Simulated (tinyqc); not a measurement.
# Insulator thickness and V0 from two charges

Inverse problem. In an undoped wire Vg - V0 = Q/Cox + Vt ln(Q/Q0) + Vt ln(1 + Q/Q0) at the source, with Q0 = 4 eps0 eps_r Vt/R and Cox = eps0 eox/(R ln(1 + tox/R)). Find Cox, tox and V0.

Inputs (values chosen for the exercise); material values close to those of In0.53Ga0.47As:
```
symbol,value,unit,meaning
T,300,K,temperature
eps_r,14,,relative permittivity of the semiconductor
eox,7.2,,relative permittivity of the gate insulator
R,5,nm,wire radius
```

Constants: q = 1.602176634e-19 C, kB = 1.380649e-23 J/K, Vt = kB T/q, eps0 = 8.8541878128e-14 F/cm where lengths are in cm. Results are converted to the units shown.

Qs at Vg = 0.54 and 0.94 V (nC/cm^2): [597.03397, 1459.2682]

Solution. The two equations are linear in 1/Cox and V0; tox follows by inverting the logarithm.

Cox = 2.40 uF/cm^2
tox = 3.50 nm
V0 = 0.239 V

Numbers from tinyqc (`OMP_NUM_THREADS=1 python tinyqc.py 2460065 2460066 out.jsonl`; about 0.02 s on one thread of a shared Intel Xeon 2.30GHz).
